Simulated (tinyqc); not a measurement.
Order-disorder in a binary alloy on two sublattices: Bragg-Williams and pair (quasi-chemical) approximations: one step, computed by the program tinyqc.

All z = 8 neighbours of a site lie on the other sublattice. B fills the sublattices with x + eta/2 and x - eta/2; energies are per site, from the pure components: u = -z w y with y the probability of an A-B bond taken in one order.

Problem. Energy, entropy and site fractions. a = x + eta/2, b = x - eta/2; u = -z w [x (1 - x) + eta^2/4]; s/k_B = [s2(a) + s2(b)]/2, s2(c) = -c ln c - (1 - c) ln(1 - c); gain on ordering = f(eta) - f(0), f = u - T s. Superlattice over fundamental intensity = [eta (f_B - f_A)/2]^2/[(1 - x) f_A + x f_B]^2.

Inputs (values chosen for the exercise, for a model alloy): ordering energy w = (e_AA + e_BB)/2 - e_AB = 58.3 meV; fraction x of B = 0.46; temperature T = 1680 K.

Lattice: bcc (B2 order, z = 8).

scattering factors f_A, f_B (electrons): [19, 43]

order parameter eta = 0.8583578

Constants: k_B = 8.617333262e-05 eV/K.

Give: B fraction on its own sublattice; B fraction on the A sublattice; energy u; entropy s; gain on ordering; intensity ratio.

Solution.

B fraction on its own sublattice = 0.8892

B fraction on the A sublattice = 0.03082

energy u = -201.8 meV/site

entropy s = 0.2429 k_B/site

gain on ordering = -21.19 meV/site

intensity ratio = 0.1176

A on the B sublattice: 0.1108, of which 0.0800 is forced by composition.
